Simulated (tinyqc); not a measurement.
## Schottky emission and Poole-Frenkel conduction in an insulator, and how to tell them apart: effect of temperature

Schottky emission (electrode-limited): J = As T^2 exp[-(pb - b sqrt(F))/Vt], b = sqrt(q/(4 pi eps0 ei)). Poole-Frenkel emission (bulk-limited): J = s0 F exp[-(pt - 2 b sqrt(F))/Vt]. F in V/cm.

Both formulas at the same field.

Parameters, values chosen for the exercise; dielectric values close to those of silicon nitride: high-frequency relative permittivity ei = 4.38; trap depth pt = 0.92 eV; Poole-Frenkel prefactor s0 = 0.85 S/cm; electrode barrier pb = 1.44 eV; Richardson constant As = 31 A/(cm^2 K^2); field F = 0.5 MV/cm.

Constants: q = 1.602176634e-19 C, kB = 1.380649e-23 J/K, Vt = kB T/q, eps0 = 8.8541878128e-14 F/cm where lengths are in cm. Results are converted to the units shown.

Effect of temperature:

| T (K) | J, Schottky (A/cm^2) | J, Poole-Frenkel (A/cm^2) | ratio |
|---|---|---|---|
| 225 | 6.500e-24 | 5.819e-10 | 1.117e-14 |
| 260 | 7.832e-20 | 5.831e-8 | 1.343e-12 |
| 300 | 2.562e-16 | 3.025e-6 | 8.468e-11 |
| 340 | 1.288e-13 | 6.198e-5 | 2.078e-9 |
| 380 | 1.792e-11 | 6.724e-4 | 2.664e-8 |
| 420 | 9.933e-10 | 0.004632 | 2.144e-7 |
| 475 | 8.445e-8 | 0.03871 | 2.182e-6 |

What does the comparison show?

The Schottky current grows by 16.1 decades and the Poole-Frenkel current by 7.82, as their lowered barriers are 1.31 and 0.664 eV. A tunnelling current would hardly change over this range.

Program tinyqc, `OMP_NUM_THREADS=1 python tinyqc.py 2370059 2370060 out.jsonl`; Intel Xeon 2.30GHz, shared host, one thread, about 0.01 s.
